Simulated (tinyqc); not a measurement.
Single-oscillator infrared dielectric function of a polar cubic crystal: one step, computed by the program tinyqc.

One ion pair, charges +Z* and -Z*, in a cell of volume Omega = a^3/4. Frequencies omega are given as wavenumbers (1/cm); eps_s is the static dielectric constant.

Question. LO frequency and static constant from the Born charge. mu = M_A M_B/(M_A + M_B); ionic plasma term W^2 = 4 pi Z*^2 (e^2/(4 pi eps_0))/(Omega mu) in eV/(angstrom^2 u), turned into 1/cm by W = 15.6333042 x 33.35640952 x sqrt(W^2); omega_LO^2 = omega_TO^2 + W^2/eps_inf; eps_s = eps_inf + W^2/omega_TO^2; Szigeti charge 3 Z*/(eps_inf + 2); longitudinal (Callen) charge Z*/eps_inf.

Inputs (values chosen for the exercise, modelled on cubic silicon carbide):

| quantity | value | unit |
|---|---|---|
| lattice constant a | 4.36 | angstrom |
| mass M_A | 28.086 | u |
| mass M_B | 12.011 | u |
| omega_TO | 784 | 1/cm |
| Born charge Z* | 2.76 | e |
| eps_inf | 6.57 | - |

Structure: zinc blende. Free carriers: absent.

Constants: nu for 1 eV/(angstrom^2 u) = 15.6333042 THz; 1 THz = 33.35640952 1/cm; e^2/(4 pi eps_0) = 14.39964548 eV angstrom.

Give: reduced mass mu; W; omega_LO; eps_s; Szigeti charge; Callen charge.

Answer.

reduced mass mu = 8.413 u

W = 1466 1/cm

omega_LO = 970.5 1/cm

eps_s = 10.07

Szigeti charge = 0.9662 e

Callen charge = 0.4201 e

omega_LO/omega_TO = 1.238; the ions supply 35 % of eps_s.
